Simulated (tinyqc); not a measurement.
Double-gate transistor below threshold, two-dimensional Poisson equation on a small mesh: effect of half the body thickness.

Half of a symmetric double-gate structure: row 0 is the mid-plane of the body, where the normal field vanishes. Mobile charge is neglected (subthreshold), the body is fully depleted, and potentials are counted from the intrinsic level; rows run upward to the gate, columns from source to drain.

Mesh: rows i = 0..12 in the semiconductor (step hs = tb/12, row 12 on the interface), then 8 step(s) ho = tox/8 up to the gate row 20; columns j = 0..80 (step hy = L/80). Box integration, divided by eps0: up_i = eps hy/h of the interval above row i, dn_i = that of the interval below (0 for row 0), lat_i = (sum of eps h/2 over the intervals above and below)/hy, s_i = -q Na w_i hy/eps0 with w_i the semiconductor height of the box (hs/2 for row 0 and the interface row, hs between, 0 in the insulator). Each free node obeys (up + dn + 2 lat) psi = up psi(above) + dn psi(below) + lat [psi(left) + psi(right)] + s. Fixed values: gate row Vg - Vfb; column 0 at Vbi and the last column at Vbi + Vd in the semiconductor, each running linearly to Vg - Vfb across the insulator. The system is solved directly. On row 0 the minimum of psi and its place come from a parabola through the three lowest nodes; barrier = Vbi - minimum, swing = Vt ln 10/(d psi/dVg), DIBL = (d psi/dVd)/(d psi/dVg) there. Lambda = pi/k with k the smallest positive root of tan(k tox) tan(k tb) = eox/eps_r.

Inputs (values chosen for the exercise); semiconductor permittivity close to that of silicon:

| symbol | value | unit | meaning |
|---|---|---|---|
| T | 300 | K | temperature |
| eps_r | 11.9 |  | relative permittivity of the semiconductor |
| eox | 3.9 |  | relative permittivity of the insulator |
| tox | 1.4 | nm | insulator thickness |
| L | 56 | nm | channel length |
| Na | 7.3e17 | cm^-3 | acceptor density of the depleted body |
| Vbi | 0.6 | V | potential of the source |
| Vfb | -0.09 | V | gate offset |
| Vg | 0.05 | V | gate voltage |
| Vd | 0.05 | V | drain voltage |

Constants: q = 1.602176634e-19 C, kB = 1.380649e-23 J/K, Vt = kB T/q, eps0 = 8.8541878128e-14 F/cm where lengths are in cm. Results are converted to the units shown.

Result of one run:
```
tb (nm),L/Lambda,barrier (V),place y/L,swing (mV/decade),DIBL (mV/V)
9.7,2.043,0.5035,0.4931,65.87,50.94
```

What becomes of these results when the half the body thickness tb is changed from 9.7 to 13 nm, all else the same?

Result of the changed run:
```
tb (nm),L/Lambda,barrier (V),place y/L,swing (mV/decade),DIBL (mV/V)
13,1.638,0.5021,0.4920,72.98,108.3
```

The whole series:
```
tb (nm),L/Lambda,barrier (V),place y/L,swing (mV/decade),DIBL (mV/V)
3.2,4.231,0.4794,0.4963,59.70,1.377
4.2,3.593,0.4856,0.4957,60.01,3.835
5.6,2.992,0.4930,0.4949,60.80,10.19
7.4,2.479,0.4996,0.4941,62.51,23.94
9.7,2.043,0.5035,0.4931,65.87,50.94
13,1.638,0.5021,0.4920,72.98,108.3
```

As tb goes from 3.2 to 13 nm, the barrier goes from 0.479 through a maximum of 0.504 (at tb = 9.7 nm among the rows listed) to 0.502 V, the swing rises from 59.7 to 73.0 mV a decade and DIBL rises from 1.38 to 108 mV/V; the ideal swing is 59.5. L/Lambda goes from 4.2 to 1.6.

Numbers from tinyqc (`OMP_NUM_THREADS=1 python tinyqc.py 2480108 2480109 out.jsonl`; about 0.1 s on one thread of a shared Intel Xeon 2.30GHz).
